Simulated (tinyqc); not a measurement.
Equilibrium and kinetic segregation of a solute to boundaries and growing surfaces. Changing the growth rate. Computed by tinyqc, a small Python program. Command: `OMP_NUM_THREADS=1 python tinyqc.py 3031483 3031484 out.jsonl segreg sweep`. One thread of a shared host (Intel(R) Xeon(R) Processor @ 2.30GHz), about 0.01 s of CPU time with the checks.

Inputs (values chosen for the exercise): exchange barrier E_b = 1.56 eV; surface segregation energy E_s = 0.19 eV; growth temperature T_g = 550 K.

Constants: k_B = 8.617333262e-05 eV/K.

Method. Two-state exchange during growth, dilute: jump up r_u = nu exp(-E_b/(k_B T_g)), jump back r_d = r_u exp(-E_s/(k_B T_g)), nu = 1e13 1/s. In the time 1/R of one monolayer the share carried up is p = [r_u/(r_u + r_d)] [1 - exp(-(r_u + r_d)/R)]; the tail decays as p^n, length -1/ln p monolayers; the equilibrium limit has p = r_u/(r_u + r_d).

One run for each value:
```
growth rate (monolayers/s)  decay length (monolayers)  share carried up p  r_u (1/s)
0.0017                                         55.581             0.98217   0.050741
0.004                                          55.573             0.98217   0.050741
0.0093                                         45.731             0.97837   0.050741
0.022                                           8.446             0.88834   0.050741
0.051                                           2.131             0.62551   0.050741
0.12                                            0.936             0.34359   0.050741
0.28                                            0.556             0.16548   0.050741
0.65                                            0.386             0.07504   0.050741
1.5                                             0.294             0.03325   0.050741
```

Describe and explain the trends.

Over the rows, decay length (monolayers) falls from 55.6 to 0.294 (exponent d ln y / d ln x -1.6e-4 between the first rows and -0.33 between the last); share carried up p falls from 0.982 to 0.0333; r_u (1/s) does not change. The length keeps its equilibrium value only while exp(-r_u/R) is small against r_d/r_u; most solute is buried before it can jump once R is well above r_u.
